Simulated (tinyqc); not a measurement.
One-dimensional ballistic tunnel FET, two-band WKB: effect of the band gap with the mass tied to it.

A p-type source for x < 0 with its Fermi level at 0 and its valence edge at ds; in the channel the bands fall as D exp(-x/lam) towards their flat values, with the conduction edge at Ec = ds - dP and D = dP + Eg. The gate moves dP one to one. The drain Fermi level lies at -Vd and the drain side reflects nothing. For w = E - Ec between 0 and dP an electron crosses the gap. Two-band dispersion with equal masses m: inside the gap kappa = sqrt(m u (1 - u/Eg)/C), u the distance from a band edge, C = hbar^2/(2 m0).

The mass follows the gap, m = 0.028 Eg/0.352 eV. S(w) = 2 lam int_0^Eg kappa(u) du/(w + Eg - u) = 2 pi lam sqrt(m/(C Eg)) [w + Eg/2 - sqrt(w (w + Eg))], T(w) = exp(-S). I = g (2 q^2/h) int_0^dP T(w) [f(E) - f(E + Vd)] dw, E = ds - dP + w, f(x) = 1/(1 + exp(x/Vt)). Swing = d(dP)/d(log10 I).

Values chosen for this exercise; band and dielectric values close to those of indium arsenide:
```
symbol  value  unit                                           meaning
T         200     K                                       temperature
lam       3.7    nm           screening length of the source junction
ds       0.14    eV  source valence edge above the source Fermi level
Vd        0.5     V                                        drain bias
g           1              number of degenerate subbands (spin apart)
dP       0.25    eV        tunnelling window Ev(source) - Ec(channel)
```

Constants: q = 1.602176634e-19 C, kB = 1.380649e-23 J/K, hbar = 1.054571817e-34 J s, h = 6.62607015e-34 J s, m0 = 9.1093837015e-31 kg, Vt = kB T/q, hbar^2/(2 m0) = 0.0380998212 eV nm^2. Results are converted to the units shown.

Effect of the band gap with the mass tied to it:

| Eg (eV) | T(w = dP) | I (uA) | swing (mV/decade) |
|---|---|---|---|
| 0.2 | 0.6126 | 2.436 | 172.5 |
| 0.37 | 0.2497 | 0.5076 | 135.0 |
| 0.54 | 0.07893 | 0.08956 | 112.9 |
| 0.71 | 0.02093 | 0.01426 | 98.35 |
| 0.89 | 0.004458 | 0.001882 | 87.48 |
| 1.06 | 9.324e-4 | 2.626e-4 | 79.84 |
| 1.23 | 1.798e-4 | 3.508e-5 | 73.88 |
| 1.4 | 3.240e-5 | 4.519e-6 | 69.10 |

T(w = dP) falls from 0.613 to 3.24e-5 and I falls from 2.44 to 4.52e-6 uA; the swing falls from 172 to 69.1 mV/decade. With m/Eg fixed, S depends on the gap only through w + Eg/2 - sqrt(w (w + Eg)). For Eg = 0.2, 0.37 S at w = dP is below 2, where a WKB prefactor of 1 is a rough guess.

tinyqc, about 0.01 s, one thread, Intel Xeon 2.30GHz (shared host): `OMP_NUM_THREADS=1 python tinyqc.py 2620094 2620095 out.jsonl`
